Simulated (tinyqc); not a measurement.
Worked calculation: deep level as a short-range spherical well. Values are carried at full precision from step to step, so a last printed digit may differ when a step is redone from the rounded ones.

A spherical well of radius R and depth V0 below the conduction edge, one mass m, c = hbar^2/2m0. The s level at binding Et solves k cot(k R) = -kappa with k = sqrt(m (V0 - Et)/c), kappa = sqrt(m Et/c); it exists for V0 > Vc = c (pi/2R)^2/m. Outside, psi falls as exp(-kappa r)/r.

Constants: hbar^2/2m0 = 3.80998211 eV angstrom^2; fine-structure constant alpha = 0.007297352564; hc = 1239.841984 eV nm; kB = 8.617333262e-05 eV/K; hbar = 6.58211957e-16 eV s.

Parameters, chosen for this exercise (near those of GaN; not measured data):
- R = 2.3 angstrom (radius of the well)
- V0 = 12.64 eV (depth of the well)
- m = 0.19 m0 (mass)
- n_r = 2.33 (refractive index)
- gv = 1 (valleys)
- sn = 14 x 1e-16 cm^2 (capture cross-section)
- T = 350 K (temperature)

## The bound level

Solve for Et; the share outside is [sin^2(kR)/(2 kappa)]/[sin^2(kR)/(2 kappa) + R/2 - sin(2kR)/(4k)].

Et = 0.5686 eV
k = 0.7759 1/angstrom
kappa = 0.1684 1/angstrom
share outside = 0.688
Vc = 9.353 eV

The well is 1.35 times the critical depth. Since dEt/dV0 equals the share inside, 0.31, a 1 % change of V0 moves Et by 6.9 %. The decay length is 5.9 angstrom, 2.6 times R.

## Peak of the photo-ionisation cross-section

Lucovsky model (delta well, plane-wave final states, no local-field factor): sigma = (32 pi alpha c/(3 n_r m Et)) (x - 1)^(3/2)/x^3, x = h nu/Et, c = hbar^2/2m0; 1 angstrom^2 = 1e-16 cm^2.

The maximum lies at x = 2. Give the photon energy, its wavelength and sigma there.

h nu = 1.137 eV
wavelength = 1090 nm
sigma = 46.3 x 1e-18 cm^2

With 69 % of the state outside the well the delta-well form is a fair model.

## Thermal emission

Thermal emission e = sn v Nc exp(-Et/kB T), v = sqrt(6 c kB T/m)/hbar, Nc = 2 gv (m kB T/(4 pi c))^(3/2), c = hbar^2/2m0, one mass for both, degeneracy ratio 1; 1 angstrom = 1e-8 cm.

Give v, Nc, e and 1/e.

v = 2.894 x 1e7 cm/s
Nc = 2.619 x 1e18/cm^3
e = 688 1/s
1/e = 0.00145 s

## Checks

- Et from the radial equation on a grid against the matching condition, eV: both 0.57.

Run: tinyqc, `OMP_NUM_THREADS=1 python tinyqc.py 1281523 1281524 out.jsonl`; Intel(R) Xeon(R) Processor @ 2.30GHz, one thread, shared host; about 0.01 s of CPU time with all checks.
